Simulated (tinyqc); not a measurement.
Trap density from the leakage.

Problem. Trap-assisted leakage is J = q Nt times the integral over x of the rate through one trap. Find Nt, the areal density Nt t and the mean in-plane spacing (Nt t)^(-1/2).

Inputs (values chosen for the exercise):
```
symbol,value,unit,meaning
t,7.7,nm,thickness
```

Constants: q = 1.602176634e-19 C. Results are converted to the units shown.

J = 0.044346500 A/cm^2
integral of the rate over x = 1.4567846e6 nm/s

Solution. J is proportional to Nt.

Nt = 1.90e18 cm^-3
Nt t = 1.46e12 cm^-2
in-plane spacing = 8.27 nm

tinyqc, about 0.05 s, one thread, Intel Xeon 2.30GHz (shared host): `OMP_NUM_THREADS=1 python tinyqc.py 2370052 2370053 out.jsonl`
